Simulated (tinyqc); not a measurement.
Resistance of a tapered via with liner, size effect and interface: one step of the calculation.

A round via whose diameter grows from db at the bottom as D(z) = db + 2 z/tan(ang). The fill, of diameter D - 2 tl, starts above the bottom liner (thickness fb tl) and has rho = rho0 (1 + ks lam/(D - 2 tl)); the sidewall liner conducts in parallel with it. The bottom liner and the interface are crossed over the full area pi db^2/4. Spreading in the lines above and below is left out.

Task. Slices of the via. Slices between z0 = fb tl and hv, evaluated at their midpoints: conductance per length pi/4 [(D - 2 tl)^2/rho + (D^2 - (D - 2 tl)^2)/rl], slice resistance = slice height over that. 9 slices.

Inputs (values chosen for the exercise); fill metal close to ruthenium:
```
symbol,value,unit,meaning
db,23,nm,diameter at the bottom
hv,36,nm,height
ang,85,degrees,sidewall angle
rho0,7.61,uohm cm,bulk resistivity of the fill
lam,6.67,nm,mean free path of the fill
ks,0.6,,size-effect factor
tl,0.2,nm,liner on the sidewall
fb,0.5,,liner at the bottom over that on the sidewall
rl,240,uohm cm,resistivity of the liner
```

Find: z; D; rho; slice resistance.

Result.

| slice | z (nm) | D (nm) | rho (uohm cm) | slice resistance (ohm) |
|---|---|---|---|---|
| 0 | 2.0944 | 23.366 | 8.9361 | 0.85931 |
| 1 | 6.0833 | 24.064 | 8.8970 | 0.80587 |
| 2 | 10.072 | 24.762 | 8.8601 | 0.75723 |
| 3 | 14.061 | 25.460 | 8.8253 | 0.71286 |
| 4 | 18.050 | 26.158 | 8.7923 | 0.67225 |
| 5 | 22.039 | 26.856 | 8.7612 | 0.63501 |
| 6 | 26.028 | 27.554 | 8.7316 | 0.60077 |
| 7 | 30.017 | 28.252 | 8.7035 | 0.56922 |
| 8 | 34.006 | 28.950 | 8.6767 | 0.54008 |

tinyqc, about 0.01 s, one thread, Intel Xeon 2.30GHz (shared host): `OMP_NUM_THREADS=1 python tinyqc.py 2750097 2750098 out.jsonl`
